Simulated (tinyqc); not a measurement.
Input admittance of a MOSFET at zero drain bias: distributed channel and distributed gate: two steps of the calculation.

Source and drain grounded, strong inversion, w = 2 pi f, Cox = eps0 eox/tox. The channel is an RC line of resistance 1/(mu Cox Vo) per square fed from both ends, so one finger has the intrinsic admittance y = i w Cox L tanh(g)/g per width, g = (1/2) sqrt(i w tau), tau = L^2/(mu Vo). The vertical resistance rv/L is in series with y, the overlaps 2 i w Cov in parallel: y_t = 1/(1/y + rv/L) + 2 i w Cov. The gate strip is a line of Rsh/L per length loaded by y_t, so a finger has Y = y_t Wf tanh(k)/k, k = (Wf/sd) sqrt(y_t Rsh/L); the device has Nf Y.

Values chosen for this exercise; values of the order met in silicon radio-frequency transistors:
- eox = 3.9 (relative permittivity of the gate insulator (close to silicon dioxide))
- tox = 5 nm (insulator thickness)
- L = 0.88 um (channel length)
- Wf = 1.8 um (finger width)
- Nf = 64 (number of fingers)
- mu = 440 cm^2/(V s) (channel mobility)
- Vo = 0.28 V (gate overdrive)
- Rsh = 4 ohm/square (sheet resistance of the gate)
- rv = 3.8 ohm um^2 (vertical resistivity of the gate stack)
- sd = 1 (number of ends at which a finger is contacted)
- Cov = 0.32 fF/um (overlap and fringe capacitance on each side)
- f = 22 GHz (frequency)

Constants: eps0 = 8.8541878128e-14 F/cm where lengths are in cm. Results are converted to the units shown.

Task 1. Low-frequency resistances and capacitance. Low-frequency limits, with c = Cox L and ct = c + 2 Cov: R_strip = Rsh Wf/(3 sd^2 L Nf), R_ch = (c/ct)^2 L/(12 mu Cox Vo Wf Nf), R_vert = (c/ct)^2 rv/(L Wf Nf), C = ct Wf Nf.

Wanted: parts; sum; C; 1/(2 pi R C).

Result 1.

parts (ohm): strip 0.04261, channel 6.124, vertical 0.03068
sum = 6.197 ohm
C = 773.9 fF
1/(2 pi R C) = 33.19 GHz

The channel term is the largest, 98.8 % of the sum.

Task 2. Admittance of the channel and stack per width. tau, g, c = Cox L, y and y_t as defined.

Find: tau; g; c; y; y_t.

Result 2.

tau = 62.86 ps
g = 1.042+1.042i
c = 6.078 fF/um
y = 346.5+542.0i uS/um
y_t = 347.2+628.9i uS/um

w tau = 8.69, and Im y is 0.645 of w c.

Numbers from tinyqc (`OMP_NUM_THREADS=1 python tinyqc.py 2262138 2262139 out.jsonl`; about 0.01 s on one thread of a shared Intel Xeon 2.30GHz).
